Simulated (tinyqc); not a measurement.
Hall effect and magnetoresistance of several carrier groups with constant relaxation times: one step, computed by the program tinyqc.

Group 1 has charge -e and group 2 charge -e; s_i is that sign. B lies along z; mu B is formed with mu in m^2/(V s).

Problem. Limits of weak and strong field. Weak field: R_H(0) = sum s_i n_i mu_i^2/(e (sum n_i mu_i)^2); MR = c B^2 with c = n1 n2 mu1 mu2 (s1 mu1 - s2 mu2)^2/(n1 mu1 + n2 mu2)^2. Strong field: R_H = 1/(e sum s_i n_i); rho_xx saturates at (n1/mu1 + n2/mu2)/(e (sum s_i n_i)^2).

Inputs (values chosen for the exercise, for a model conductor):
```
quantity        value        unit
density n1    2.1e+18      1/cm^3
mobility mu1     7400  cm^2/(V s)
density n2    4.5e+18      1/cm^3
mobility mu2      470  cm^2/(V s)
```

Carriers: two electron groups. Densities: per volume.

Constants: e = 1.602176634e-19 C.

Give: R_H at weak field; coefficient c; R_H at strong field; saturation MR.

Solution.

R_H at weak field = -2.323 cm^3/C

coefficient c = 0.05064 1/T^2

R_H at strong field = -0.9457 cm^3/C

saturation MR = 299.6 %

R_H keeps its sign, and its size changes by a factor 0.407 from weak to strong field.
